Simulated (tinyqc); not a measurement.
CCD on RHF in the 6-31g basis, for He, spin multiplicity 1, step by step. Computed by tinyqc, a small Python program that keeps every step (integrals from PySCF). Settings: charge = 0, multiplicity = 1, basis = 6-31g, method = RHF, energy threshold = 1e-10, iteration cap = 50, orthogonalisation = symmetric, start = atomic densities, DIIS depth = 6, amplitude equations = CCD, DIIS depth for amplitudes = 0, cap on updates = 69. Command: `OMP_NUM_THREADS=1 python tinyqc.py 24323 24324 out.jsonl` (the two numbers bound the seeds that draw the settings). One thread of a shared host (Intel(R) Xeon(R) Processor @ 2.60GHz), about 0.06 s of CPU time with the checks. The early iterations of the SCF are left out here.

## One-electron integrals

Geometry (angstrom):
```
atom,x,y,z
He,0.000000,0.000000,0.000000
```

Basis 6-31g: exponents (1/bohr^2) and contraction coefficients of normalised primitives:
```
element,l (shell),exponent,coefficient
He,s (1),38.421634,0.040140
He,s (1),5.778030,0.261246
He,s (1),1.241774,0.793185
He,s (2),0.297964,1.000000
```

Overlap, kinetic and nuclear-attraction integrals over the contracted functions; the nuclear repulsion is the sum of Za Zb / Rab.

nuclear repulsion = 0 hartree

overlap S:
```
,1He 1s,1He 2s
1He 1s,1.000000,0.634148
1He 2s,0.634148,1.000000
```

kinetic energy T (hartree):
```
,1He 1s,1He 2s
1He 1s,2.925655,0.467227
1He 2s,0.467227,0.446946
```

nuclear attraction V (hartree):
```
,1He 1s,1He 2s
1He 1s,-4.805281,-2.013636
1He 2s,-2.013636,-1.742136
```

core Hamiltonian H = T + V (hartree):
```
,1He 1s,1He 2s
1He 1s,-1.879626,-1.546409
1He 2s,-1.546409,-1.295190
```

## Two-electron integrals

Functions are numbered as in S; the eight-fold symmetry (ij|kl) = (ji|kl) = (kl|ij) leaves the list below.

Two-electron integrals (ij|kl) in chemists' order, unique and non-zero (hartree):
```
i,j,k,l,(ij|kl)
1,1,1,1,1.543936
2,1,1,1,0.785447
2,1,2,1,0.427025
2,2,1,1,0.803952
2,2,2,1,0.476190
2,2,2,2,0.615938
```

## Orthogonalisation

S = U s U^T; symmetric (Loewdin) form X = U s^(-1/2) U^T, so that X^T S X = 1.

eigenvalues of S: 0.365852  1.634148

X:
```
,1He 1s,1He 2s
1He 1s,1.217774,-0.435508
1He 2s,-0.435508,1.217774
```

## Iteration 4 (converged): orbitals

converged F (hartree):
```
,1He 1s,1He 2s
1He 1s,-0.549218,-1.000372
1He 2s,-1.000372,-0.429150
```

Diagonalise F' = X^T F X, C = X C', fill 1 alpha and 1 beta electrons from the bottom; D = 2 C_occ C_occ^T. Each column has its largest component positive (the first on a tie).

F' = X^T F X (hartree):
```
,1,2
1,0.165224,-1.154385
2,-1.154385,0.320508
```

orbital energies (hartree): MO1 -0.914127, MO2 1.399859

coefficients C:
```
,MO1,MO2
1He 1s,0.592081,-1.149818
1He 2s,0.513586,1.186959
```

D after iteration 4:
```
,1He 1s,1He 2s
1He 1s,0.701120,0.608169
1He 2s,0.608169,0.527541
```

## Convergence

Stop when the energy changes by less than 1e-10 hartree and every element of the error matrix X^T (F D S - S D F) X is below 3e-06.

Course of the cycle:
```
iteration,E (hartree),change,largest element of the error matrix
1,-2.85513792,-,9.81e-03
2,-2.85516030,-2.24e-05,7.42e-04
3,-2.85516043,-1.29e-07,5.57e-08
4,-2.85516043,-8.88e-16,2.56e-08
```

PySCF RHF in the same basis = -2.85516043 hartree

Converged in 4 iterations.

## Integrals over molecular orbitals

(pq|rs) = sum C_ip C_jq C_kr C_ls (ij|kl), one index at a time.

one-electron integrals over orbitals h = C^T H C (hartree):
```
,1,2
1,-1.941034,0.316490
2,0.316490,-0.088737
```

Two-electron integrals over orbitals (pq|rs), unique and non-zero (hartree):
```
p,q,r,s,(pq|rs)
1,1,1,1,1.026907
2,1,1,1,-0.316490
2,1,2,1,0.227670
2,2,1,1,0.858133
2,2,2,1,-0.255554
2,2,2,2,0.766363
```

## CCD: starting amplitudes

t_ij^ab = <ij||ab> / (e_i + e_j - e_a - e_b), whose energy is MP2.

Starting amplitudes (spin orbitals 1a, 1b, ...; amplitudes related by a flip of all spins are not repeated):
```
from,to,t
1a 1b,2a 2b,-0.049194
```

correlation energy = -0.01120012 hartree

## CCD: amplitude update 1

t_ij^ab D_ij^ab are set to the remaining terms of the spin-orbital equations, evaluated with the old amplitudes; for the doubles these are <ij||ab> + 1/2 <ab||ef> t_ij^ef + 1/2 <mn||ij> t_mn^ab + P(ij)P(ab) <mb||ej> t_im^ae + terms in t^2, D the orbital-energy denominators.

Amplitudes after update 1 (spin orbitals 1a, 1b, ...; amplitudes related by a flip of all spins are not repeated):
```
from,to,t
1a 1b,2a 2b,-0.061660
```

correlation energy = -0.01403822 hartree

## CCD: convergence

E_corr = 1/4 sum <ij||ab> t_ij^ab; stop when the norm of the change is below 1e-8.

Course of the amplitude iterations:
```
update,correlation energy (hartree),norm of the change
0,-0.01120012,-
1,-0.01403822,2.49e-02
2,-0.01474878,6.24e-03
3,-0.01492614,1.56e-03
4,-0.01497037,3.89e-04
5,-0.01498140,9.69e-05
6,-0.01498415,2.42e-05
7,-0.01498484,6.02e-06
8,-0.01498501,1.50e-06
9,-0.01498505,3.75e-07
10,-0.01498506,9.34e-08
11,-0.01498506,2.33e-08
12,-0.01498506,5.81e-09
```

Converged amplitudes (spin orbitals 1a, 1b, ...; amplitudes related by a flip of all spins are not repeated):
```
from,to,t
1a 1b,2a 2b,-0.065819
```

CCD total energy = -2.87014549 hartree

Converged in 12 updates.
